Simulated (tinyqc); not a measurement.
Screening length from the swing.

Problem. In a simple model of a Schottky-barrier transistor a barrier thinner than d = 3.3 nm is transparent, so the effective barrier is pn - psi (1 - exp(-d/lam)) and the swing beyond flat band is Vt ln 10/(1 - exp(-d/lam)). Find the thermionic swing, lam, and the effective barrier at psi = 0.2 V.

Parameters, values chosen for the exercise:
- T = 300 K (temperature)
- pn = 0.9 eV (barrier for electrons at both contacts)

Constants: q = 1.602176634e-19 C, kB = 1.380649e-23 J/K, Vt = kB T/q. Results are converted to the units shown.

swing in the tunnelling range = 85.985814 mV/decade

Solution. The ratio of the two swings is 1 - exp(-d/lam).

Vt ln 10 = 59.53 mV/decade
lam = 2.800 nm
effective barrier = 0.7615 eV

Computed by the program tinyqc: `OMP_NUM_THREADS=1 python tinyqc.py 2390122 2390123 out.jsonl`, one thread of a shared Intel Xeon 2.30GHz, about 0.3 s for the whole run.
